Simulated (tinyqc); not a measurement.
Changing the barrier height phi_B: leakage currents through a thin dielectric. Computed by tinyqc, a small Python program. Command: `OMP_NUM_THREADS=1 python tinyqc.py 3004892 3004893 out.jsonl leak sweep`. One thread of a shared host (Intel(R) Xeon(R) Processor @ 2.30GHz), about 0.4 s of CPU time with the checks.

Electrons leave an electrode with Fermi energy E_F above its band bottom; barriers are counted from the Fermi level, and both electrodes are alike. They cross the interlayer first.

Inputs (values chosen for the exercise, modelled on Al2O3):

| quantity | value | unit |
|---|---|---|
| tunnelling mass m | 0.33 | m_0 |
| static permittivity k | 9.39 | - |
| optical permittivity k_o | 3.06 | - |
| trap depth phi_t | 1.4 | eV |
| Poole-Frenkel prefactor sigma_0 | 1.1e-06 | S/cm |
| thickness t | 2.1 | nm |
| electrode Fermi energy E_F | 6.2 | eV |
| electrode mass m_e | 1 | m_0 |
| voltage V | 0.62 | V |
| temperature T | 300 | K |
| interlayer thickness t_i | 1 | nm |
| interlayer barrier phi_i | 3.18 | eV |
| interlayer mass m_i | 0.44 | m_0 |
| interlayer permittivity k_i | 3.6 | - |

Stack: dielectric on an interlayer.

Constants: m_0 = 9.1093837015e-31 kg; e = 1.602176634e-19 C; hbar = 1.054571817e-34 J s; k_B = 8.617333262e-05 eV/K; k_B = 1.380649e-23 J/K; eps_0 = 8.8541878128e-12 F/m; h = 6.62607015e-34 J s.

Method:
- Fields: F_i = V/(t_i + t k_i/k), F = F_i k_i/k; equivalent oxide thickness 3.9 (t/k + t_i/k_i).
- WKB: a layer of mass m, field F and barrier b(x) = b_0 - e F x gives the exponent (4 sqrt(2 m)/(3 hbar e F)) [b_0^(3/2) - max(b_0 - e F t, 0)^(3/2)] for b_0 > 0; b_0 = barrier - (E - E_F), less e F_i t_i for the second layer; the transmission is D(E) = exp(-sum of exponents), without image force.
- Tsu-Esaki: J = (e m_e k_B T/(2 pi^2 hbar^3)) int D(E) ln[(1 + exp((E_F - E)/k_B T))/(1 + exp((E_F - eV - E)/k_B T))] dE over the normal energy E (its change with the mass at an interface is neglected) from max(0, E_F - 3 eV) to E_F + largest barrier, by 100 Gauss-Legendre points in each part, split at E_F - 0.3 eV (if inside the range) and E_F + 8 k_B T.
- The mean energy weights E - E_F by the integrand.
- Schottky emission J = A T^2 exp(-(phi_B - sqrt(e^3 F/(4 pi k_o eps_0)))/k_B T), A = 4 pi e m k_B^2/h^3 with the tunnelling mass; Poole-Frenkel J = sigma_0 F exp(-(phi_t - sqrt(e^3 F/(pi k_o eps_0)))/k_B T); both use the field F of the dielectric and ignore the interlayer.

One run for each value:

| barrier height phi_B (eV) | tunnel current density (A/cm^2) | Schottky current density (A/cm^2) | transmission D(E_F) | mean energy of the current above E_F (eV) |
|---|---|---|---|---|
| 1.3 | 2.810e-02 | 7.859e-12 | 1.074e-10 | -0.2386 |
| 1.6 | 5.128e-03 | 7.171e-17 | 1.614e-11 | -0.2642 |
| 2.0 | 7.113e-04 | 1.367e-23 | 1.857e-12 | -0.2903 |
| 2.3 | 1.881e-04 | 1.248e-28 | 4.407e-13 | -0.3062 |
| 2.6 | 5.480e-05 | 1.138e-33 | 1.173e-13 | -0.3199 |
| 3.0 | 1.192e-05 | 2.171e-40 | 2.308e-14 | -0.3356 |
| 3.3 | 4.079e-06 | 1.981e-45 | 7.413e-15 | -0.3460 |
| 3.6 | 1.470e-06 | 1.807e-50 | 2.526e-15 | -0.3554 |

Over the rows, tunnel current density (A/cm^2) falls from 0.0281 to 1.47e-6 (exponent d ln y / d ln x -8.2 between the first rows and -12 between the last); Schottky current density (A/cm^2) falls from 7.86e-12 to 1.81e-50 (exponent d ln y / d ln x -56 between the first rows and -130 between the last); transmission D(E_F) falls from 1.07e-10 to 2.53e-15 (exponent d ln y / d ln x -9.1 between the first rows and -12 between the last).

Extremes, crossings and ranges named in words are read from the listed rows.
